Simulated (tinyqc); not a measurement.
Electron mobility in a silicon inversion layer, empirical terms and Matthiessen rule: two steps of the calculation.

Inversion layer of sheet density Ns on a uniformly doped body. The mobility terms are empirical power laws with prefactors chosen for the exercise; adding their inverses (Matthiessen) is itself an approximation.

Parameters, values chosen for the exercise; material values close to those of silicon: temperature T = 300 K; relative permittivity of the semiconductor eps_r = 11.7; body doping Nb = 9.8e16 cm^-3; weight of the inversion charge in the effective field eta = 0.5; gate capacitance Cox = 0.59 uF/cm^2; phonon-limited mobility at 1 MV/cm and 300 K Ap = 386 cm^2/(V s); roughness-limited mobility at 1 MV/cm As = 1020 cm^2/(V s); exponent of the roughness term gs = 2; Coulomb prefactor Ac = 3900 cm^2/(V s); charge at the interface Nit = 3.3e10 cm^-2; ratio W/L WL = 1; drain voltage Vd = 0.01 V; measured linear current I = 2.62 uA.

Constants: q = 1.602176634e-19 C, eps0 = 8.8541878128e-14 F/cm where lengths are in cm. Results are converted to the units shown.

Question 1. Inversion density for the measured current. I = (W/L) q Ns mu Vd. E = q (Ndep + eta Ns)/(eps0 eps_r) in MV/cm. With t = T/(300 K): muC = Ac (Ns/1e12 cm^-2) t/(Nb/1e17 cm^-3 + Nit/1e11 cm^-2), muP = Ap E^(-1/3) t^(-1.75), muS = As E^(-gs); 1/mu is the sum of the inverses. Ns(new) = I/((W/L) q mu Vd).

Ns at the start = 5.5e12 cm^-2
Ndep = 1.0185643e12 cm^-2

Find: E; mu; Ns after iteration 1.

Answer 1.

E = 0.58284 MV/cm
mu = 390.91 cm^2/(V s)
Ns after iteration 1 = 4.1833e12 cm^-2

Question 2. Split C-V extraction. Q(Vg) is the trapezoid sum of Cgc from the first point (where Q is taken as 0); mu_eff = I/((W/L) Q Vd); mu_FE = (dI/dVg)/((W/L) Cox Vd) with a backward difference. Listed from point 4 on.

| point | Vg (V) | Cgc (uF/cm^2) | I (uA) |
|---|---|---|---|
| 0 | 0 | 1.7699505e-5 | 6.5748576e-11 |
| 1 | 0.1 | 3.4671265e-4 | 2.5235893e-8 |
| 2 | 0.2 | 0.0067220132 | 9.5351042e-6 |
| 3 | 0.3 | 0.10871244 | 0.0027365389 |
| 4 | 0.4 | 0.48128756 | 0.10889899 |
| 5 | 0.5 | 0.58327799 | 0.41042701 |
| 6 | 0.6 | 0.58965329 | 0.73738351 |
| 7 | 0.7 | 0.58998230 | 1.0466297 |
| 8 | 0.8 | 0.58999910 | 1.3348848 |
| 9 | 0.9 | 0.58999995 | 1.6034710 |
| 10 | 1 | 0.59000000 | 1.8542353 |
| 11 | 1.1 | 0.59000000 | 2.0888946 |
| 12 | 1.2 | 0.59000000 | 2.3089278 |

Wanted: Q; mu_eff; mu_FE.

Answer 2.

| point | Q (uC/cm^2) | mu_eff (cm^2/(V s)) | mu_FE (cm^2/(V s)) |
|---|---|---|---|
| 4 | 0.035643 | 305.52 | 179.94 |
| 5 | 0.088872 | 461.82 | 511.06 |
| 6 | 0.14752 | 499.86 | 554.16 |
| 7 | 0.20650 | 506.84 | 524.15 |
| 8 | 0.26550 | 502.78 | 488.57 |
| 9 | 0.32450 | 494.14 | 455.23 |
| 10 | 0.38350 | 483.50 | 425.02 |
| 11 | 0.44250 | 472.07 | 397.73 |
| 12 | 0.50150 | 460.41 | 372.94 |

At the last point mu_FE is 19 % below mu_eff: where the mobility falls with gate voltage the slope of I understates it.

Program tinyqc, `OMP_NUM_THREADS=1 python tinyqc.py 2510160 2510161 out.jsonl`; Intel Xeon 2.30GHz, shared host, one thread, about 0.01 s.
